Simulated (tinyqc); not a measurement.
Width of the well: quantum-confined Stark effect in a modulator well.

Envelopes on cells of 0.5 angstrom over the well |z| < L/2 and 45 angstrom of barrier on each side, psi = 0 beyond, psi'/m continuous (mean mass between points), c = hbar^2/2m0. The electron sees + e F z and the hole - e F z, each with its offset in the barriers; 1 kV/cm = 1e-5 eV/angstrom. Light holes, band mixing and escape by tunnelling are left out.

Exciton: in-plane function exp(-rho/lam), 1/mu = 1/me + 1/mp, E(lam) = c/(mu lam^2) - (q/eps) times the integral over k of Fm(k)(1 + (k lam/2)^2)^(-3/2), Fm(k) the double integral of psi_e^2 psi_h^2 exp(-k |z - z'|), q = e^2/(4 pi eps0); binding Eb = -E at the minimum. Line at Eg + E_e + E_h - Eb, strength proportional to overlap^2/lam^2.

Constants: hbar^2/2m0 = 3.80998211 eV angstrom^2; e^2/(4 pi eps0) = 14.39964547 eV angstrom; hc = 1239.841984 eV nm.

Inputs chosen for the exercise (near those of a Ge well in SiGe, direct gap; the results hold for these values, not for the real material):
- Vc = 0.366 eV (conduction offset)
- Vv = 0.103 eV (heavy-hole offset)
- me = 0.0431 m0 (electron, well)
- meb = 0.0534 m0 (electron, barrier)
- mh = 0.206 m0 (heavy hole along z, well)
- mhb = 0.222 m0 (heavy hole, barrier)
- Eg = 0.83 eV (gap of the well)
- mp = 0.068 m0 (heavy hole in the plane)
- eps = 15.6 (dielectric constant)
- Ls = (56, 74, 92, 112, 136, 164) angstrom (widths)
- F_L = 41 kV/cm (field for this table)

Zero-field line, its shift at F_L and the relative strength.

Results:

| L (angstrom) | line at F = 0 (nm) | Eb (meV) | shift (meV) | relative strength | shift x strength (meV) |
|---|---|---|---|---|---|
| 56 | 1297.8 | 4.34 | -0.89 | 0.978 | 0.87 |
| 74 | 1352.9 | 4.19 | -1.60 | 0.948 | 1.52 |
| 92 | 1388.8 | 4.05 | -2.76 | 0.886 | 2.45 |
| 112 | 1415.6 | 3.90 | -4.70 | 0.767 | 3.60 |
| 136 | 1436.7 | 3.74 | -8.00 | 0.568 | 4.55 |
| 164 | 1452.7 | 3.57 | -13.15 | 0.334 | 4.39 |

The shift grows with exponent 2.10 in L over the first two rows and 2.66 over the last two, against 4 for hard walls at second order; leakage lowers it in narrow wells and saturation in wide ones. The strength falls from 0.98 to 0.33, and the product of the two is largest at 136 angstrom.

Computed by tinyqc, a small Python program: `OMP_NUM_THREADS=1 python tinyqc.py 1280587 1280588 out.jsonl` (the numbers bound the seed that draws the inputs); one thread of a shared host (Intel(R) Xeon(R) Processor @ 2.30GHz), about 0.09 s for the whole set of steps.
